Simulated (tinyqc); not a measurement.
Susceptibility against the Curie-Weiss form: Heisenberg spin cluster by exact diagonalisation: multiplets, susceptibility, level crossings. Computed by tinyqc, a small Python program. Command: `OMP_NUM_THREADS=1 python tinyqc.py 3011214 3011215 out.jsonl spincl walk`. One thread of a shared host (Intel(R) Xeon(R) Processor @ 2.30GHz), about 0.01 s of CPU time with the checks.

H = J1 sum S_i.S_j over the bonds 1-2, 2-3, 3-4, 4-5, 5-6, 6-1 + J2 sum over 1-3, 2-4, 3-5, 4-6, 5-1, 6-2 - g mu_B B S_z; J > 0 is antiferromagnetic.

Inputs (values chosen for the exercise, for a model cluster): exchange J1 = -3.25 meV; exchange J2 = 2.5 meV; g factor = 2.06.

Cluster: ring of six with second neighbours J2. Spin s of each site: 0.5.

Constants: k_B = 8.617333262e-05 eV/K.

Method:
- Every multiplet has one member in the block S_z = 0; diagonalise it and read the total spin from <S^2> = S (S + 1).
- Z = sum k (2S + 1) exp(-E/(k_B T)) over the table, k the number of multiplets; <S^2> likewise with the factor S (S + 1); chi T = N_A g^2 mu_B^2 <S^2>/(3 k_B) = 0.125049 g^2 <S^2> cm^3 K/mol (cgs, per mole of clusters); C = (<E^2> - <E>^2)/(k_B T)^2; entropy = ln Z + <E>/(k_B T).
- High-temperature form: chi T = C0/(1 - theta/T), C0 = 0.125049 g^2 n s (s + 1), k_B theta = -(2/3) s (s + 1) (sum of J over bonds)/n, n = 6; a dash where T <= 1.05 theta.

Levels at B = 0:
```
E (meV)  total S  number of multiplets
-5.9670        0                     1
-5.5141        1                     2
-5.3750        1                     1
-3.6477        1                     1
-3.2500        2                     2
-2.1250        0                     2
-1.1250        3                     1
0.0000         2                     2
1.1250         0                     1
3.2500         1                     2
3.3891         1                     2
5.3750         2                     1
10.1477        1                     1
12.4670        0                     1
```

gap to the next level = 0.452940 meV

theta = 4.3517 K

Against temperature:
```
T (K)  chi T (cm^3 K/mol)  Curie-Weiss  chi (cm^3/mol)  C (k_B)
3.8                0.7095            -         0.18671  0.58977
7.5                0.9272       5.6887         0.12362  0.63517
13.0               1.2240       3.5895         0.09416  0.87034
23.0               1.6992       2.9452         0.07388  0.80463
38.0               2.0740       2.6968         0.05458  0.57136
60.0               2.2778       2.5747         0.03796  0.34525
94.0               2.3703       2.5039         0.02522  0.18328
150.0              2.4037       2.4593         0.01602  0.08568
300.0              2.4086       2.4231         0.00803  0.02471
600.0              2.4017       2.4054         0.00400  0.00662
```

What follows from these numbers?

The Curie-Weiss form is within 3 % in the last 3 rows. chi is largest at 3.8 K among these rows; among these rows C is largest at 13 K, and the gap is 5.26 K.

Extremes, crossings and ranges named in words are read from the listed rows.
